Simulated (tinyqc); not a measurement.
Inside a calculation. Method: plane-wave Kohn-Sham cycle with exchange-only LDA in a layered model solid. One step of it, computed by the program tinyqc.

Question. Iteration 1: levels at that k. Diagonalise the Hermitian matrix.

H (hartree), lower triangle:
```
,-2,-1,+0,+1,+2
-2,0.170703
-1,-0.400000,-0.082267
+0,0.050000,-0.400000,-0.166590
+1,0.000000,0.050000,-0.400000,-0.082267
+2,0.000000,0.000000,0.050000,-0.400000,0.170703
```

Give: eigenvalues.

Answer.

eigenvalues (hartree): -0.7259  -0.4085  -0.0099  0.4469  0.7077
